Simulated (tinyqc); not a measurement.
Minimum-mode following (dimer method) and harmonic rate on a two-dimensional model surface: one step, computed by the program tinyqc. Command: `OMP_NUM_THREADS=1 python tinyqc.py 3026555 3026556 out.jsonl dimer walk`. One thread of a shared host (Intel(R) Xeon(R) Processor @ 2.30GHz), about 0.01 s of CPU time with the checks.

V(x, y) = -A (cos kx + cos ky) - B cos kx cos ky + (C sin ky + S sin kx)(1 - cos kx), k = 2 pi/a; the atom hops from the minimum at (0, 0) to that at (a, 0).

Problem. Curvatures and frequencies. Diagonalise the Hessian at the start minimum and at the saddle; nu = 15.6333042 THz x sqrt(|lambda|/M).

Inputs (values chosen for the exercise, for a model surface):
```
quantity      value      unit
amplitude A    0.11        eV
amplitude B  -0.026        eV
skew C        0.023        eV
asymmetry S   0.027        eV
period a        3.1  angstrom
mass M          137         u
```

Surface: adatom on a square lattice.

positions (angstrom):
```
               x          y
start   0.000000   0.000000
end     3.100000   0.000000
saddle  1.300174  -0.154949
```

Constants: nu for 1 eV/(angstrom^2 u) = 15.6333042 THz.

Give: Hessian at the minimum; Hessian at the saddle; eigenvalues at the minimum; eigenvalues at the saddle; frequencies at the minimum; frequencies at the saddle (the first is imaginary).

Solution.

Hessian at the minimum (eV/angstrom^2):
```
         1        2
1  0.34508  0.00000
2  0.00000  0.34508
```

Hessian at the saddle (eV/angstrom^2):
```
          1        2
1  -0.52279  0.02758
2   0.02758  0.57334
```

eigenvalues at the minimum (eV/angstrom^2): 0.34508  0.34508

eigenvalues at the saddle (eV/angstrom^2): -0.52348  0.57403

frequencies at the minimum (THz): 0.78460  0.78460

frequencies at the saddle (the first is imaginary) (THz): 0.9664  1.0119
